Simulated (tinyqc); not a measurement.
Gupta-type many-body potential for a metal: one step, computed by the program tinyqc. Command: `OMP_NUM_THREADS=1 python tinyqc.py 3006310 3006311 out.jsonl gupta walk`. One thread of a shared host (Intel(R) Xeon(R) Processor @ 2.30GHz), about 0.02 s of CPU time with the checks.

E_i = sum_j A exp(-p (r_ij/r0 - 1)) - xi rho_i^gamma, with rho_i = sum_j exp(-2 q (r_ij/r0 - 1)); gamma = 1/2 is the tight-binding second-moment form. The crystal is fcc unless stated; d is the neighbour distance and a fixed number of shells is kept.

Question. Equilibrium of the fcc crystal. fcc shells: d sqrt(k), k = 1..5, with 12, 6, 24, 12, 24 atoms; Omega = d^3/sqrt2. Equilibrium: dE/dd = 0; B = d^2 E''(d)/(9 Omega).

Inputs (values chosen for the exercise, for a model metal):
```
quantity,value,unit
repulsion A,0.0974,eV
hopping xi,0.606,eV
decay p,9.36,-
decay q,3.65,-
reference distance r0,3.501,angstrom
shells kept,5,-
embedding exponent gamma,0.6,-
```

Constants: 1 eV/angstrom^3 = 160.2176634 GPa.

Give: neighbour distance d; lattice constant; cohesive energy E_c; bulk modulus B.

Answer.

neighbour distance d = 3.4339 angstrom

lattice constant = 4.8563 angstrom

cohesive energy E_c = 1.5747 eV

bulk modulus B = 39.234 GPa
